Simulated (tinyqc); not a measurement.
Grain-boundary diffusion: Harrison regimes, Fisher and Le Claire analysis, Hart average: one step, computed by the program tinyqc.

A boundary is a slab of width delta with diffusivity D_b, normal to a surface held at constant concentration; it leaks into grains of diffusivity D.

Problem. Regime. l = sqrt(D t); P = s delta D_b; alpha = s delta/(2 l); beta = P/(2 D l). Regime A if l > 3 d, C if alpha > 1, B if alpha < 0.1, l < d/4 and beta > 10, otherwise a transition.

Inputs (values chosen for the exercise, for a model polycrystal):
```
quantity               value  unit
boundary width delta     0.4    nm
segregation factor s       1     -
grain size d             3.8    um
temperature T            594     K
time t                760000     s
```

D = 6.405828e-17 m^2/s

triple product P = 2.000086e-21 m^3/s

Give: lattice diffusion length l; alpha; beta; regime.

Solution.

lattice diffusion length l = 6.977 um

alpha = 2.866e-05

beta = 2.237

Regime: transition

The run lies between the ideal regimes.
